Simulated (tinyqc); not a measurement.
What each parameter does: three-band (Emery) model of a CuO2 plane downfolded to one band.

Electron picture, d at 0 and the oxygen p orbitals at -D; sx = sin(kx a/2), sy = sin(ky a/2). H = [[0, 2 tpd sx, -2 tpd sy], [., -D, -4 tpp sx sy], [., ., -D]], real and symmetric. The top (antibonding) band crosses the Fermi level.

Values chosen for the exercise (out of a larger set: of the size used for cuprate planes; not measured data):
- D = 2.2 eV (ed - ep)
- tpd = 1.14 eV (d-p hopping)
- tpp = 0.45 eV (p-p hopping)

Top band at (1,1), (1,0) and (1/2,1/2) in pi/a, and its d weight at (1/2,1/2).

One parameter was then changed.

Results before and after:
```
case     E(1,1) (eV)  E(1,0) (eV)  E(1/2,1/2) (eV)  d weight
base          3.0306       1.4315           1.7208    0.6371
changed       2.9293       1.3712           1.6433    0.6581
```

Which of these changes was made? (a) tpd = 1.026 eV; (b) D = 2.42 eV; (c) tpp = 0.405 eV.
Answer: (b) D = 2.42 eV. Of the candidates, run in turn, only this one gives the changed row.

All candidates:
```
case            E(1,1) (eV)  E(1,0) (eV)  E(1/2,1/2) (eV)  d weight
base                 3.0306       1.4315           1.7208    0.6371
D = 2.42 eV          2.9293       1.3712           1.6433    0.6581
tpd = 1.026 eV       2.7088       1.2282           1.5025    0.6510
tpp = 0.405 eV       2.9474       1.4315           1.6886    0.6458
```

At (1,0) sy = 0, so tpp does not enter.

Computed by tinyqc, a small Python program: `OMP_NUM_THREADS=1 python tinyqc.py 1481946 1481947 out.jsonl` (the numbers bound the seed that draws the inputs); one thread of a shared host (Intel(R) Xeon(R) Processor @ 2.30GHz), about 0.03 s for the whole set of steps.
